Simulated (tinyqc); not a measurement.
Two-valley model of the transferred-electron effect: one step, computed by the program tinyqc.

Both kinds of valley share one electron temperature T_e, and each has a constant mobility.

Task: Equilibrium. Density-of-states ratio R = Z (m2/m1)^(3/2); n2/n1 = R exp(-dE/(k_B T_e)); mean mobility mu = (mu1 + mu2 n2/n1)/(1 + n2/n1); energy balance e mu F^2 = (3/2) k_B (T_e - T)/tau_E; v = mu F.

Inputs (values chosen for the exercise, for a model semiconductor): central-valley mass m1 = 0.062 m_0; satellite-valley mass m2 = 0.4 m_0; satellite valleys Z = 6; valley separation dE = 0.39 eV; central-valley mobility mu1 = 1000 cm^2/(V s); satellite-valley mobility mu2 = 410 cm^2/(V s); lattice temperature T = 500 K.

Solver: bisection.

Constants: k_B = 8.617333262e-05 eV/K.

Give: R; n2/n1 without field; low-field mobility.

Result:

R = 98.32

n2/n1 without field = 0.01152

low-field mobility = 993.3 cm^2/(V s)

dE is 9.1 k_B T, so part of the electrons sit in the satellites even without field.
